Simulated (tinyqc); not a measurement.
Longitudinal sound in a periodic multilayer: transfer matrices, stop bands and folded phonons: one step, computed by the program tinyqc. Command: `OMP_NUM_THREADS=1 python tinyqc.py 3030005 3030006 out.jsonl multilayer walk`. One thread of a shared host (Intel(R) Xeon(R) Processor @ 2.30GHz), about 0.01 s of CPU time with the checks.

Layers 1 and 2 repeat with period d = d_1 + d_2; waves travel normal to the layers, without loss. State vector (u, s): displacement u and stress divided by omega. Impedances Z = rho v are in 1e6 kg/(m^2 s).

Question. Transfer matrix of one period. A layer maps (u, s) by [[cos p, sin p/Z], [-Z sin p, cos p]], p = 2 pi f d_i/v_i; one period is M = M_2 M_1, and cos(q d) = trace(M)/2.

Inputs (values chosen for the exercise, modelled on silica (layer 1), molybdenum (layer 2) and gallium arsenide (substrate)): velocity v_1 = 6020 m/s; thickness d_1 = 8.06 nm; velocity v_2 = 6190 m/s; thickness d_2 = 7.49 nm; frequency f = 262 GHz.

Z_2 = 62.519

Z_1 = 13.3042

Give: phase p_1; phase p_2; M; trace(M)/2.

Answer.

phase p_1 = 2.204 rad

phase p_2 = 1.992 rad

M:
$$\begin{pmatrix}
0.08535 & -0.03341 \\
38.15 & -3.215
\end{pmatrix}$$

trace(M)/2 = -1.565

|trace/2| > 1: f lies in a stop band, and the amplitude falls by a factor 2.769 a period.
